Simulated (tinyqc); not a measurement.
Inside a calculation. Method: plane-wave Kohn-Sham cycle with exchange-only LDA in a layered model solid. One step of it, computed by the program tinyqc.

Task: Iteration 1: Hamiltonian at one k. H(m,m') = (k + G_m)^2/2 delta + V(G_m - G_m'), with V(-G) = V(G).

A solid whose potential varies along x alone (atomic units):
```
parameter                      value
period a                   16.500000
cross-section of the cell  11.000000
electrons per cell                 2
grid points                       16
plane waves -n..n, n               3
k points                           1
V1 in V1 cos(2 pi x/a)     -0.660000
V2 in V2 cos(4 pi x/a)      0.180000
```

V(G_m), m = 0, 1, 2, ... (hartree): -0.219133  -0.330000  0.090000  0.000000  0.000000  0.000000  0.000000

k = 0.000000 2 pi / a

Give: H.

Result:

H (hartree):
```
         -3       -2       -1       +0       +1       +2       +3
-3   0.4334  -0.3300   0.0900   0.0000   0.0000   0.0000   0.0000
-2  -0.3300   0.0709  -0.3300   0.0900   0.0000   0.0000   0.0000
-1   0.0900  -0.3300  -0.1466  -0.3300   0.0900   0.0000   0.0000
+0   0.0000   0.0900  -0.3300  -0.2191  -0.3300   0.0900   0.0000
+1   0.0000   0.0000   0.0900  -0.3300  -0.1466  -0.3300   0.0900
+2   0.0000   0.0000   0.0000   0.0900  -0.3300   0.0709  -0.3300
+3   0.0000   0.0000   0.0000   0.0000   0.0900  -0.3300   0.4334
```
